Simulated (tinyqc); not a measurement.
On-chip interconnect, size-dependent resistivity and RC delay: one step of the calculation.

A rectangular line between two neighbours and two ground planes. Surface and grain-boundary scattering are added to the bulk resistivity as corrections; capacitances are parallel-plate values without fringing; inductance is ignored.

Task. Node voltages after a time step. A 1 V step is applied behind Rd at t = 0. C dv/dt = -G v + b, with G the conductance matrix of the ladder (1/Rs between neighbours, 1/Rd added at node 0) and b = (1 V/Rd, 0, ...). Trapezoidal step: (C/dt + G/2) v(new) = (C/dt - G/2) v + b.

Inputs (values chosen for the exercise):
- Rd = 19000 ohm (driver resistance)
- dt = 30 ps (time step)

Rs = 2534.4397 ohm

```
node      C (fF)  v at t = 0 (V)
0     0.13797776               0
1     0.27595552               0
2     0.27595552               0
3     0.27595552               0
4     0.27595552               0
5     0.27595552               0
6      3.7379778               0
```

Wanted: v at t = 1 dt.

Result.

v at t = 1 dt, node 0 to 6 (V): [0.72763, 0.57486, 0.44891, 0.34388, 0.25489, 0.17778, 0.10896]

Range of the model: The metal width is under the mean free path, where the thick-limit surface term and the simple sum of corrections lose accuracy.

Program tinyqc, `OMP_NUM_THREADS=1 python tinyqc.py 2100045 2100046 out.jsonl`; Intel Xeon 2.30GHz, shared host, one thread, about 0.01 s.
